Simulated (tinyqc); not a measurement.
# Bandgap voltage reference from two bipolar transistors, step by step

Program tinyqc, `OMP_NUM_THREADS=1 python tinyqc.py 2062155 2062156 out.jsonl`; Intel Xeon 2.30GHz, shared host, one thread, about 0.02 s. Printed values are rounded.

Two transistors of area 1 and N carry the same current I. Is(T) = Is (T/T0)^eta exp[(Vg0 q/kB)(1/T0 - 1/T)], VBE1 = Vt ln(I/Is(T)) + I rb, VBE2 = Vt ln(I/(N Is(T))) + I rb/N. The amplifier forces I R1(T) = VBE1 - VBE2 + Vos, with R(T) = R (1 + tc (T - T0)) for both resistors, and the output is Vref = VBE1 + I R2(T). Base currents and the Early effect are neglected.

Inputs (values chosen for the exercise); values of the order met in silicon bipolar transistors: reference temperature T0 = 323 K; band-gap voltage extrapolated to 0 K Vg0 = 1.176 V; temperature exponent of the saturation current eta = 4.3; saturation current of the unit transistor at T0 Is = 8e-18 A; area ratio of the second transistor N = 8; resistor across which the difference of VBE falls, at T0 R1 = 11 kohm; temperature coefficient of both resistors tc = -200 ppm/K; offset of the amplifier Vos = -2.2 mV; series resistance of the unit transistor rb = 0 ohm; output resistor at T0 R2 = 93.76 kohm; temperature T = 333 K.

Constants: q = 1.602176634e-19 C, kB = 1.380649e-23 J/K. Results are converted to the units shown.

## Operating point at the reference temperature

Vt = kB T/q; I = (Vt ln N + Vos)/(R1(T) - rb (1 - 1/N)). Evaluate at T = T0.

Vt = 0.0278340 V
I = 5.06174 uA
Is(T) = 8e-18 A
VBE1 = 0.756341 V
I R2 = 0.474589 V
Vref = 1.23093 V

## Operating point at another temperature

Vt = kB T/q; I = (Vt ln N + Vos)/(R1(T) - rb (1 - 1/N)).

Vt = 0.0286957 V
I = 5.23511 uA
Is(T) = 3.24381e-17 A
VBE1 = 0.740553 V
I R2 = 0.489863 V
Vref = 1.23042 V

From T0 to T, VBE1 changes by -15.8 mV and I R2 by 15.3 mV, which leaves -0.515 mV in Vref.

## Resistor for zero slope at T0, ideal case

With tc = 0, Vos = 0 and rb = 0 the current is proportional to T, dVBE/dT = (VBE - Vg0 - (eta - 1) Vt)/T, and Vref has zero slope at T0 when Vref = Vg0 + (eta - 1) Vt0. Find VBE1, its slope, that Vref, R2/R1 and the curvature d2Vref/dT2 = -(eta - 1) kB/(q T0).

VBE1 = 0.757420 V
dVBE/dT = -1.58029 mV/K
Vref = 1.26785 V
R2/R1 = 8.81894
curvature = -0.880409 uV/K^2
